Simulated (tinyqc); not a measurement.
Inside a calculation: optical gain and spontaneous emission in a bulk direct-gap semiconductor. Values are carried at full precision from step to step, so a last printed digit may differ when a step is redone from the rounded ones.

F_j(eta) = (1/Gamma(j + 1)) integral_0^infinity x^j dx/(1 + exp(x - eta)), which tends to exp(eta) for eta << 0.

Quasi-Fermi levels: n = Nc F_1/2(Fc/kT) and p = Nv F_1/2(Fv/kT), Fc counted up from the conduction edge and Fv down from the valence edge; Nc, Nv from N = 2 (m kB T/(4 pi c))^(3/2) with c = hbar^2/2m0, in 1/angstrom^3; times 1e24 for 1/cm^3, with me and (mhh^(3/2) + mlh^(3/2))^(2/3).

Constants: hbar^2/2m0 = 3.80998211 eV angstrom^2; kB = 8.617333262e-05 eV/K; fine-structure constant alpha = 0.007297352564; hbar = 6.58211957e-16 eV s; hbar c = 1973.269805 eV angstrom.

Parameters, chosen for this exercise (near those of GaAs; the results hold for these values, not for the real material): me = 0.0671 m0 (electron mass); mhh = 0.497 m0 (heavy-hole mass); mlh = 0.085 m0 (light-hole mass); n = 2.6e+18 1/cm^3 (injected density, n = p); T = 300 K; Eg = 1.382 eV (direct gap); Ep = 26.4 eV (Kane energy); nr = 3.62 (refractive index); E = 1.423 eV (photon energy).

## Quasi-Fermi levels

Solve for Fc and Fv.

kT = 0.025852 eV
Nc = 4.362e+17 1/cm^3
Nv = 9.414e+18 1/cm^3
Fc = 0.0968 eV
Fv = -0.0307 eV
Fc + Fv = 0.0660 eV

The separation of the quasi-Fermi levels exceeds the gap, so photons between Eg and Eg + (Fc + Fv) see gain. The quasi-Fermi level of the electrons lies inside the band, that of the holes in the gap.

## Absorption of the empty crystal

Parabolic bands, vertical transitions, no excitons. For each hole band j: mr = me mj/(me + mj); joint density of states J_j(E) = (mr/c)^(3/2) sqrt(E - Eg)/(2 pi^2), both spins, c = hbar^2/2m0; averaged matrix element |e.p|^2 = m0 Ep/6; alpha_j(E) = 4 pi^2 alpha_f c Ep J_j/(3 nr E) in 1/angstrom (alpha_f the fine-structure constant, listed as alpha among the constants), times 1e8 for 1/cm.

Evaluate at E for heavy and light holes.

mr, J and alpha of each hole band:

| hole | mr (m0) | J (1/(eV angstrom^3)) | alpha (1/cm) |
|---|---|---|---|
| heavy | 0.05912 | 1.983e-05 | 3717.7 |
| light | 0.03750 | 1.002e-05 | 1878.1 |

The heavy-hole band gives 66 % of the total, 5596 1/cm.

## Occupations and gain at E

For band j the electron sits at Ee = (E - Eg) mr/me above its edge and the hole at Eh = (E - Eg) mr/mj; fe = 1/(1 + exp((Ee - Fc)/kT)), fh = 1/(1 + exp((Eh - Fv)/kT)); gain g = sum_j alpha_j (fe + fh - 1).

Use mr and alpha from the table.

Energies, occupations and gain of each hole band:

| hole | Ee (eV) | Eh (eV) | fe | fh | g (1/cm) |
|---|---|---|---|---|---|
| heavy | 0.0361 | 0.0049 | 0.913 | 0.201 | 424 |
| light | 0.0229 | 0.0181 | 0.946 | 0.131 | 145 |

total gain = 568 1/cm

E - Eg = 0.0410 eV is below Fc + Fv = 0.0660 eV, so both bands give gain (Bernard-Duraffourg).

## Spontaneous emission

Spontaneous rate: R = integral of (nr E/(hbar c))^2/(pi^2 hbar) sum_j alpha_j fe fh dE, with alpha in 1/cm and (nr E/(hbar c))^2 in 1/cm^2 (1e16 per 1/angstrom^2); B = R/(n p); lifetime n/R.

Integrate over photon energy.

R = 1.18e+27 1/(cm^3 s)
B = 1.74e-10 cm^3/s
radiative lifetime = 2.21 ns

## Checks

- B at n = 1e13 1/cm^3 against the van Roosbroeck-Shockley value from alpha and ni^2 (cm^3/s): both 2.60e-10.

Program tinyqc; command `OMP_NUM_THREADS=1 python tinyqc.py 1651269 1651270 out.jsonl`; about 0.08 s on one thread of a shared Intel(R) Xeon(R) Processor @ 2.30GHz.
